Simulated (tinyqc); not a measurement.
Inside a calculation. Method: empirical pseudopotential in a few plane waves. One step of it, computed by the program tinyqc.

Task: Bloch Hamiltonian at G. Basis: the 15 shortest G (labels in 2 pi/a), the same at every k. H(G,G') = c |k + G|^2 delta + VS(|G-G'|^2) cos((G-G').tau) + i VA sin((G-G').tau), tau = a/8 (1,1,1); 1 Ry = 13.605693 eV.

Parameters chosen for this model: fcc lattice, atoms at +/- a/8 (1,1,1); form factors in rydberg at |G|^2 in units of (2 pi/a)^2:
```
parameter                 value      unit
a                      6.060000  angstrom
VS(3)                 -0.240000        Ry
VS(8)                  0.004000        Ry
VS(11)                 0.039000        Ry
VA(3)                         0        Ry
VA(4)                         0        Ry
VA(11)                        0        Ry
hbar^2/2m (2 pi/a)^2   4.095787        eV
```

k point G (2 pi / a): [0, 0, 0]

Give: H(k) at G.

Result:

H(k) at G (eV), order +0+0+0, -1-1-1, -1-1+1, -1+1-1, -1+1+1, +1-1-1, +1-1+1, +1+1-1, +1+1+1, -2+0+0, +0-2+0, +0+0-2, +0+0+2, +0+2+0, +2+0+0:
```
[[0.0000, 2.3090, -2.3090, -2.3090, -2.3090, -2.3090, -2.3090, -2.3090, 2.3090, 0.0000, 0.0000, 0.0000, 0.0000, 0.0000, 0.0000],
 [2.3090, 12.2874, 0.0000, 0.0000, -0.0544, 0.0000, -0.0544, -0.0544, 0.0000, -2.3090, -2.3090, -2.3090, -0.3752, -0.3752, -0.3752],
 [-2.3090, 0.0000, 12.2874, 0.0544, 0.0000, 0.0544, 0.0000, 0.0000, -0.0544, -2.3090, -2.3090, 0.3752, 2.3090, -0.3752, -0.3752],
 [-2.3090, 0.0000, 0.0544, 12.2874, 0.0000, 0.0544, 0.0000, 0.0000, -0.0544, -2.3090, 0.3752, -2.3090, -0.3752, 2.3090, -0.3752],
 [-2.3090, -0.0544, 0.0000, 0.0000, 12.2874, 0.0000, 0.0544, 0.0544, 0.0000, 2.3090, -0.3752, -0.3752, -2.3090, -2.3090, 0.3752],
 [-2.3090, 0.0000, 0.0544, 0.0544, 0.0000, 12.2874, 0.0000, 0.0000, -0.0544, 0.3752, -2.3090, -2.3090, -0.3752, -0.3752, 2.3090],
 [-2.3090, -0.0544, 0.0000, 0.0000, 0.0544, 0.0000, 12.2874, 0.0544, 0.0000, -0.3752, 2.3090, -0.3752, -2.3090, 0.3752, -2.3090],
 [-2.3090, -0.0544, 0.0000, 0.0000, 0.0544, 0.0000, 0.0544, 12.2874, 0.0000, -0.3752, -0.3752, 2.3090, 0.3752, -2.3090, -2.3090],
 [2.3090, 0.0000, -0.0544, -0.0544, 0.0000, -0.0544, 0.0000, 0.0000, 12.2874, -0.3752, -0.3752, -0.3752, -2.3090, -2.3090, -2.3090],
 [0.0000, -2.3090, -2.3090, -2.3090, 2.3090, 0.3752, -0.3752, -0.3752, -0.3752, 16.3831, 0.0544, 0.0544, -0.0544, -0.0544, 0.0000],
 [0.0000, -2.3090, -2.3090, 0.3752, -0.3752, -2.3090, 2.3090, -0.3752, -0.3752, 0.0544, 16.3831, 0.0544, -0.0544, 0.0000, -0.0544],
 [0.0000, -2.3090, 0.3752, -2.3090, -0.3752, -2.3090, -0.3752, 2.3090, -0.3752, 0.0544, 0.0544, 16.3831, 0.0000, -0.0544, -0.0544],
 [0.0000, -0.3752, 2.3090, -0.3752, -2.3090, -0.3752, -2.3090, 0.3752, -2.3090, -0.0544, -0.0544, 0.0000, 16.3831, 0.0544, 0.0544],
 [0.0000, -0.3752, -0.3752, 2.3090, -2.3090, -0.3752, 0.3752, -2.3090, -2.3090, -0.0544, 0.0000, -0.0544, 0.0544, 16.3831, 0.0544],
 [0.0000, -0.3752, -0.3752, -0.3752, 0.3752, 2.3090, -2.3090, -2.3090, -2.3090, 0.0000, -0.0544, -0.0544, 0.0544, 0.0544, 16.3831]]
```
